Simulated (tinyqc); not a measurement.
Comparisons within one model: standing waves and exposure in a photoresist film. A value that a table varies takes the place of the one given here.

Normal incidence from air. Unexposed resist: N1 = n1 + i k1 with k1 = (A + B) lam/(4 pi), lam in micrometres. r01 = (1 - N1)/(1 + N1), t01 = 2/(1 + N1). Substrate Ns = ns + i ks: r12 = (N1 - Ns)/(N1 + Ns). With p = exp(2 pi i N1 d/lam), the field at depth z is E(z) = t01 [exp(2 pi i N1 z/lam) + r12 p^2 exp(-2 pi i N1 z/lam)]/(1 + r01 r12 p^2), the relative intensity I(z) = n1 |E(z)|^2 and the reflectance R = |(r01 + r12 p^2)/(1 + r01 r12 p^2)|^2.

Inputs chosen for the exercise (a resist on Si, indices near tabulated ones; the results hold for these values, not for the real material): lam = 365 nm (vacuum wavelength); n1 = 1.677 (resist index); A = 0.54 1/micrometre (bleachable absorption (Dill A)); B = 0.05 1/micrometre (fixed absorption (Dill B)); d = 682 nm (resist thickness); ns = 6.439 (substrate n); ks = 2.642 (substrate k).

## Swing of the coupled dose with resist thickness

The mean of I is taken over 800 depths; the relative dose to clear is taken as 1/(mean of I over the lowest period, 60 depths), scaled to 1 in the first row.

Swing:

| d (nm) | R | mean I | relative dose |
|---|---|---|---|
| 682.0 | 0.1976 | 1.0195 | 1.000 |
| 700.1 | 0.0436 | 1.2098 | 0.859 |
| 718.3 | 0.1043 | 1.1295 | 0.940 |
| 736.4 | 0.2702 | 0.9110 | 1.174 |
| 754.6 | 0.3551 | 0.7907 | 1.339 |
| 772.7 | 0.3219 | 0.8156 | 1.280 |
| 790.8 | 0.1781 | 0.9759 | 1.070 |
| 809.0 | 0.0322 | 1.1429 | 0.929 |
| 827.1 | 0.0897 | 1.0704 | 1.011 |
| 845.2 | 0.2489 | 0.8748 | 1.245 |
| 863.4 | 0.3320 | 0.7658 | 1.411 |
| 881.5 | 0.2997 | 0.7895 | 1.354 |
| 899.7 | 0.1603 | 0.9356 | 1.143 |

The period is 108.8 nm, six rows. The relative dose swings between 0.859 and 1.411, a ratio (max - min)/mean of 0.487, against the estimate 4 sqrt(|r01|^2 |r12|^2) exp(-(A + B) d) = 0.431 for the oscillating part alone; the ratio from the table also holds the slow rise from absorption, 14.3 % over two periods, so the two are not strictly comparable. The dose is least sensitive to thickness at an extremum; the lowest dose listed is at 700.1 nm.

## What moves the exposure

The mean of I is over 800 depths. Each row changes one parameter from the base and keeps the others.

Results:

| case | \|r12\|^2 | R | mean I | I at the bottom |
|---|---|---|---|---|
| base | 0.4054 | 0.1976 | 1.0195 | 0.1021 |
| d = 692 nm | 0.4054 | 0.0970 | 1.1436 | 0.1136 |
| n1 = 1.694 | 0.4016 | 0.1257 | 1.1087 | 0.1126 |
| B = 0.25 1/micrometre | 0.4048 | 0.1603 | 0.9270 | 0.0886 |
| ks = 2.378 | 0.3945 | 0.1957 | 1.0099 | 0.1037 |
| ns = 7.083 | 0.4309 | 0.2135 | 1.0267 | 0.0884 |

The largest shifts from the base row, up to three for each result and ties (the steps differ in size, so this ranks the rows, not the parameters). |r12|^2: ns +0.0256, ks -0.0108, n1 -0.0037; unchanged at the printed digits by d. R: d -0.1006, n1 -0.0719, B -0.0373. mean I: d +0.1241, B -0.0925, n1 +0.0892. I at the bottom: ns -0.0137, B -0.0135, d +0.0114.

tinyqc: `OMP_NUM_THREADS=1 python tinyqc.py 1651839 1651840 out.jsonl`; about 0.01 s, one thread, shared Intel(R) Xeon(R) Processor @ 2.30GHz.
